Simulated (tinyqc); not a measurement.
Short-channel transistor, virtual-source model with series resistance: two steps of the calculation.

The current per gate width is the charge at the top of the source barrier (the virtual source) times its velocity times a saturation function; al and be are fitting constants of the model. Units: I in uA/um, Rs in ohm um, so I Rs = 1e-6 I Rs in volts; Q in uC/cm^2, so I = 1e-4 Q vx0 Fsat with vx0 in cm/s.

Parameters, values chosen for the exercise: temperature T = 300 K; inversion capacitance Cinv = 1.79 uF/cm^2; velocity at the virtual source vx0 = 3.29e7 cm/s; apparent mobility mu = 200 cm^2/(V s); channel length L = 25 nm; threshold at zero drain voltage VT0 = 0.365 V; drain-induced barrier lowering dl = 0.17 V/V; subthreshold factor n0 = 1.16; growth of n with drain voltage nd = 0.1 1/V; threshold shift (in units of Vt) from weak to strong inversion al = 3.5; sharpness of saturation be = 1.6; series resistance of each contact Rs = 70 ohm um; gate voltage Vgs = 0.8 V; drain voltage Vds = 0.8 V.

Constants: q = 1.602176634e-19 C, kB = 1.380649e-23 J/K, Vt = kB T/q. Results are converted to the units shown.

Question 1. Current through the series resistance. Intrinsic voltages Vg' = Vgs - I Rs, Vd' = Vds - 2 I Rs. n = n0 + nd Vd', VT = VT0 - dl Vd', Ff = 1/(1 + exp((Vg' - VT + al Vt/2)/(al Vt))), Q = Cinv n Vt ln(1 + exp((Vg' - VT + al Vt Ff)/(n Vt))), Vdsat = (vx0 L/mu)(1 - Ff) + Vt Ff, Fsat = u/(1 + u^be)^(1/be) with u = Vd'/Vdsat, and I(out) = Q vx0 Fsat per width. (Fsat takes the sign of u.) Newton step: I(new) = I + (I(out) - I)/(1 - s), s = dI(out)/dI by a central difference with +/- 0.001 uA/um.

I at the start = 0 uA/um

Give: Vg'; Vd'; VT; Ff; Q; Vdsat; Fsat; I(out); s; I after iteration 1.

Answer 1.

Vg' = 0.8000 V
Vd' = 0.8000 V
VT = 0.2290 V
Ff = 0.001101
Q = 1.022 uC/cm^2
Vdsat = 0.4108 V
Fsat = 0.8312
I(out) = 2795 uA/um
s = -0.5832
I after iteration 1 = 1766 uA/um

Question 2. What the series resistance costs. n = n0 + nd Vd', VT = VT0 - dl Vd', Ff = 1/(1 + exp((Vg' - VT + al Vt/2)/(al Vt))), Q = Cinv n Vt ln(1 + exp((Vg' - VT + al Vt Ff)/(n Vt))), Vdsat = (vx0 L/mu)(1 - Ff) + Vt Ff, Fsat = u/(1 + u^be)^(1/be) with u = Vd'/Vdsat, and I = Q vx0 Fsat per width. I0 is the current for Rs = 0. Effective velocity I/Q; transit time L Q/I.

converged I = 1769.0062 uA/um
I0 = 2795.4727 uA/um

Find: loss against I0; effective velocity; transit time.

Answer 2.

loss against I0 = 36.72 %
effective velocity = 2.436e7 cm/s
transit time = 0.1026 ps

The carriers leave the virtual source at 74.0 % of vx0.

Numbers from tinyqc (`OMP_NUM_THREADS=1 python tinyqc.py 2380001 2380002 out.jsonl`; about 0.01 s on one thread of a shared Intel Xeon 2.30GHz).
